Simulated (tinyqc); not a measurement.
Correction of a charged-defect supercell by a model charge and potential alignment (plane-averaged potentials). Changing the width sigma_m of the model charge. Computed by tinyqc, a small Python program. Command: `OMP_NUM_THREADS=1 python tinyqc.py 3113573 3113574 out.jsonl align sweep`. One thread of a shared host (Intel(R) Xeon(R) Processor @ 2.30GHz), about 0.02 s of CPU time with the checks.

The "true" defect charge is (1 - x) q in a Gaussian of width sigma plus x q in one of width sigma_t, so the exact answer is known; the correction sees only a single model Gaussian of width sigma_m. A Gaussian of width s has the transform rho(G) = exp(-G^2 s^2/2), normalised to 1. A uniform background cancels q, so G = 0 is left out. Potentials are those felt by a unit positive charge. E_0 is the formation energy of the isolated defect, E_cell its value in the supercell, E_lat = E_iso - E_per of the model charge, C the true less the model potential far from the defect; the exact correction is E_0 - E_cell, and the error of a scheme is E_cell plus its correction less E_0.

Inputs (values chosen for the exercise, with screening close to that of GaAs):

| quantity | value | unit |
|---|---|---|
| defect charge q | 2 | e |
| dielectric constant eps | 12.6 | - |
| edge of the cubic cell L | 16.9 | angstrom |
| width sigma of the true defect charge | 1.4 | angstrom |
| share x of the charge in a wide tail | 0.25 | - |
| width sigma_t of the tail | 2.6 | angstrom |
| formation energy of the isolated defect E_0 | 4.04 | eV |

Constants: e^2/(4 pi eps_0) = 14.39964548 eV angstrom.

Method:
- Periodic energy E_per = (2 pi q^2/(eps L^3)) (e^2/(4 pi eps_0)) sum_(G != 0) rho(G)^2/G^2, G = (2 pi/L)(n1, n2, n3), |n_i| <= 16. Isolated energy: two Gaussians of charges q_a, q_b and widths a, b interact by q_a q_b (e^2/(4 pi eps_0 eps)) sqrt(2/pi)/sqrt(a^2 + b^2), and the self-energy is half the sum over pairs.
- Supercell value E_cell = E_0 + E_per - E_iso for the true charge.
- E_lat = E_iso - E_per for the model charge; point-charge value alpha q^2 e^2/(4 pi eps_0 eps 2 L) with alpha = 2.837297.
- Plane-averaged potential at distance z from the defect: V(z) = (4 pi q/(eps L^3)) (e^2/(4 pi eps_0 e)) sum_(m != 0) rho(G_m) cos(G_m z)/G_m^2, G_m = 2 pi m/L, |m| <= 40.
- C = difference at z = L/2; E_corr = E_cell + E_lat - q C. For charges that have died out at L/2, C = (2 pi q/(eps L^3)) (e^2/(4 pi eps_0 e)) (<s^2> - sigma_m^2), <s^2> = (1 - x) sigma^2 + x sigma_t^2.

One run for each value:

| width sigma_m of the model charge (angstrom) | E_lat (eV) | alignment C (V) | error without alignment (meV) | error with alignment (rounded to 1e-4 meV) (meV) |
|---|---|---|---|---|
| 0.84 | 0.3795 | 0.007282 | 14.60 | 0.0400 |
| 1.10 | 0.3765 | 0.005782 | 11.60 | 0.0400 |
| 1.30 | 0.3737 | 0.004354 | 8.75 | 0.0400 |
| 1.40 | 0.3721 | 0.003550 | 7.14 | 0.0400 |
| 1.50 | 0.3703 | 0.002687 | 5.41 | 0.0400 |
| 1.70 | 0.3665 | 0.000783 | 1.61 | 0.0399 |
| 1.80 | 0.3645 | -0.000258 | -0.48 | 0.0398 |

Give the missing row, width sigma_m of the model charge (angstrom) = 0.98.

Computed row; columns: (1) width sigma_m of the model charge (angstrom); (2) E_lat (eV); (3) alignment C (V); (4) error without alignment (meV); (5) error with alignment (rounded to 1e-4 meV) (meV):
```
(1)      (2)       (3)    (4)     (5)
0.98  0.3780  0.006524  13.09  0.0400
```

Interpolating between the two neighbouring rows (linearly) misses by up to 0.77 %. Over the rows, E_lat (eV) falls from 0.380 to 0.364 (exponent d ln y / d ln x -0.026 between the first rows and -0.100 between the last); alignment C (V) falls from 0.00728 to -2.58e-4; error without alignment (meV) falls from 14.6 to -0.476. E_lat and q C each change with the model width, by 15 and 15 meV over the rows, while the aligned error changes by 0.0 meV.
